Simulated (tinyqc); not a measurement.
Equilibrium and kinetic segregation of a solute to boundaries and growing surfaces: one step, computed by the program tinyqc.

Task: How fast the boundary fills. McLean kinetics from a uniform start, fed from both sides, with a constant enrichment beta = theta_inf/x0: (theta - x0)/(theta_inf - x0) = 1 - exp(s^2) erfc(s), s = 2 sqrt(D t)/(beta delta); half filling at s = 0.7691, t = (0.7691 beta delta/2)^2/D. D is an input and does not follow T.

Inputs (values chosen for the exercise, for a model alloy):
```
quantity                    value   unit
total solute fraction x0  0.00022      -
temperature T                1250      K
grain size d                   36     nm
boundary thickness delta     0.43     nm
bulk diffusivity D        1.4e-18  m^2/s
anneal time t                 3.1      s
```

coverage theta_inf = 0.1098004

Give: s; degree of filling; time to half filling; diffusion length sqrt(D t).

Result:

s = 0.01941

degree of filling = 0.02154

time to half filling = 4865 s

diffusion length sqrt(D t) = 2.083 nm

Caution: half of theta_inf exceeds the equilibrium coverage of grains of this size, so half filling is never reached in them. Caution: by the time of half filling the diffusion length reaches across the grain, so the real time is longer or half filling is never reached.
